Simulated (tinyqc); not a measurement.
What moves the results: quantum-confined Stark effect in a modulator well. A value that a table varies takes the place of the one given here.

Envelopes on cells of 0.5 angstrom over the well |z| < L/2 and 45 angstrom of barrier on each side, psi = 0 beyond, psi'/m continuous (mean mass between points), c = hbar^2/2m0. The electron sees + e F z and the hole - e F z, each with its offset in the barriers; 1 kV/cm = 1e-5 eV/angstrom. Light holes, band mixing and escape by tunnelling are left out.

Exciton: in-plane function exp(-rho/lam), 1/mu = 1/me + 1/mp, E(lam) = c/(mu lam^2) - (q/eps) times the integral over k of Fm(k)(1 + (k lam/2)^2)^(-3/2), Fm(k) the double integral of psi_e^2 psi_h^2 exp(-k |z - z'|), q = e^2/(4 pi eps0); binding Eb = -E at the minimum. Line at Eg + E_e + E_h - Eb, strength proportional to overlap^2/lam^2.

Constants: hbar^2/2m0 = 3.80998211 eV angstrom^2; e^2/(4 pi eps0) = 14.39964547 eV angstrom; hc = 1239.841984 eV nm.

Values chosen for the exercise (near those of an InGaAs well in InAlAs; the results hold for these values, not for the real material):
```
symbol  value                           unit      meaning
L       82                              angstrom  well width
Vc      0.478                           eV        conduction offset
Vv      0.204                           eV        heavy-hole offset
me      0.0436                          m0        electron, well
meb     0.0752                          m0        electron, barrier
mh      0.38                            m0        heavy hole along z, well
mhb     0.435                           m0        heavy hole, barrier
Eg      0.751                           eV        gap of the well
mp      0.111                           m0        heavy hole in the plane
eps     13.8                                      dielectric constant
Fs      (0, 30, 61, 91, 126, 162, 203)  kV/cm     fields
Ls      (56, 74, 92, 112, 136, 164)     angstrom  widths
F_L     110                             kV/cm     field for this table
F       110                             kV/cm     field
```

## Raising the field

All quantities anew; shifts from zero field.

Results:
```
F (kV/cm),dE_e (meV),dE_h (meV),Eb (meV),line shift (meV),overlap^2,relative strength
0,0.00,0.00,5.92,0.00,0.977,1.000
30,-0.21,-0.88,5.88,-1.05,0.941,0.953
61,-0.88,-3.50,5.77,-4.23,0.849,0.833
91,-1.95,-7.38,5.63,-9.03,0.740,0.697
126,-3.72,-13.15,5.46,-16.41,0.615,0.551
162,-6.11,-20.14,5.30,-25.63,0.503,0.428
203,-9.52,-29.07,5.13,-37.80,0.397,0.320
```

The line shift grows with exponent 1.96 in F at low field and 1.72 at the end, as the carriers come up against opposite walls and the dipole begins to saturate. The hole gives 81 % of the level shift in the second row and 75 % in the last. The largest shift is 6.4 times the zero-field binding, yet 87 % of the binding survives, since the walls stop the field from pulling the pair apart. Half the strength is gone between 126 and 162 kV/cm.

## Width of the well

Zero-field line, its shift at F_L and the relative strength.

Results:
```
L (angstrom),line at F = 0 (nm),Eb (meV),shift (meV),relative strength,shift x strength (meV)
56,1428.2,6.34,-4.53,0.899,4.08
74,1494.2,6.04,-9.69,0.720,6.98
92,1536.2,5.78,-17.41,0.480,8.35
112,1566.7,5.52,-28.53,0.252,7.19
136,1590.6,5.25,-44.77,0.093,4.16
164,1608.5,4.98,-67.00,0.022,1.46
```

The shift grows with exponent 2.73 in L over the first two rows and 2.15 over the last two, against 4 for hard walls at second order; leakage lowers it in narrow wells and saturation in wide ones. The strength falls from 0.90 to 0.02, and the product of the two is largest at 92 angstrom.

## What each parameter does

Zero-field line, shift at F, overlap^2 and Eb at F. Each row changes one parameter from the base and keeps the others.

Results:
```
case,line (nm),shift (meV),overlap^2,Eb (meV)
base,1515.1,-12.82,0.671,5.54
L = 72 angstrom,1488.3,-8.99,0.775,5.83
F = 88 kV/cm,1515.1,-8.48,0.751,5.65
Vc = 0.382 eV,1522.8,-13.24,0.656,5.49
Vv = 0.255 eV,1514.4,-12.22,0.684,5.58
me = 0.0501 m0,1523.2,-12.83,0.665,5.94
mh = 0.323 m0,1512.8,-12.39,0.696,5.55
eps = 12.4,1517.3,-12.72,0.671,6.64
```

The largest shifts from the base row, up to three for each result and ties (the steps differ in size, so this ranks the rows, not the parameters). line (nm): L -26.7, me +8.2, Vc +7.7; unchanged at the printed digits by F. shift (meV): F +4.34, L +3.83, Vv +0.60. overlap^2: L +0.104, F +0.080, mh +0.026; unchanged at the printed digits by eps. Eb (meV): eps +1.10, me +0.40, L +0.29.

tinyqc: `OMP_NUM_THREADS=1 python tinyqc.py 1281044 1281045 out.jsonl`; about 0.1 s, one thread, shared Intel(R) Xeon(R) Processor @ 2.30GHz.
